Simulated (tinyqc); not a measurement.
Schottky barrier on an n-type semiconductor, non-linear Poisson equation by Newton steps: course of the Newton iteration.

One dimension, metal at x = 0, donor density C(x) = Nd, uniform. Energies are counted from the electron Fermi level of the semiconductor and the conduction-band edge is Ec = -psi, so n = Nc exp(psi/Vt); holes follow the Fermi level of the metal, at -V, so p = Nv exp((V - psi - Eg)/Vt). Ends: psi(0) = V - phiB and psi = Vt ln(Nd/Nc) deep inside. Boltzmann statistics, full ionisation, no current, no image force in the Poisson equation.

a_i = eps0 eps_r/h_i for the interval from node i to i + 1, with h_i = x_(i+1) - x_i in cm.

Start: A straight line in x from psi_0 = V - phiB to psi_b = Vt ln(Nd/Nc).

n_i = Nc exp(psi_i/Vt), p_i = Nv exp((V - psi_i - Eg)/Vt), rho_i = p_i - n_i + C_i, g_i = (n_i + p_i)/Vt. Box widths w_i = (h_(i-1) + h_i)/2 in cm. Residual F_i = a_i (psi_(i+1) - psi_i) - a_(i-1) (psi_i - psi_(i-1)) + q rho_i w_i; Jacobian: a_(i-1) and a_i beside the diagonal, b_i = -a_(i-1) - a_i - q g_i w_i on it. The two end nodes are fixed.

Solve the tridiagonal system a_(i-1) d_(i-1) + b_i d_i + a_i d_(i+1) = -F_i for nodes 1 to 9, with d = 0 on fixed nodes. Each component d is damped to sign(d) Vt ln(1 + |d|/Vt) before it is added.

Stop when the largest undamped |d| is below 1e-9 V, or after 80 iterations.

Parameters, values chosen for the exercise; band and dielectric values close to those of cadmium telluride:
```
symbol,value,unit,meaning
T,300,K,temperature
Eg,1.48,eV,band gap
eps_r,10,,relative permittivity
Nc,7.89e17,cm^-3,conduction-band density of states at T
Nv,1.83e19,cm^-3,valence-band density of states at T
Nd,6e15,cm^-3,donor density deep in the semiconductor
phiB,0.83,eV,barrier height
V,0.1,V,bias of the metal against the semiconductor
```

Constants: q = 1.602176634e-19 C, kB = 1.380649e-23 J/K, Vt = kB T/q, eps0 = 8.8541878128e-14 F/cm where lengths are in cm. Results are converted to the units shown.

```
node,x (nm),donor density C (cm^-3)
0,0,6e15
1,43,6e15
2,92.5,6e15
3,149,6e15
4,215,6e15
5,290,6e15
6,377,6e15
7,477,6e15
8,591,6e15
9,723,6e15
10,875,6e15
```

Course of the iteration:
```
iteration,largest |F| (C/cm^2),largest |d| (V),at node
1,1.34e-8,0.980,7
2,1.11e-8,0.678,6
3,1.62e-8,0.405,5
4,1.06e-8,0.221,5
5,5.85e-9,0.0990,5
6,3.80e-9,0.0366,4
7,1.65e-9,9.48e-3,4
8,2.68e-10,1.07e-3,4
9,5.28e-12,1.92e-5,4
10,1.82e-15,6.68e-9,4
11,< 1e-20,< 1e-13,4
```

Did this iteration meet its convergence test, and what does its course show?

Yes. Converged in 11 iterations. Once the step is below 0.1 Vt, 3 more iteration(s) reach the threshold: near the solution the error is roughly squared each time.

Numbers from tinyqc (`OMP_NUM_THREADS=1 python tinyqc.py 2020029 2020030 out.jsonl`; about 0.05 s on one thread of a shared Intel Xeon 2.30GHz).
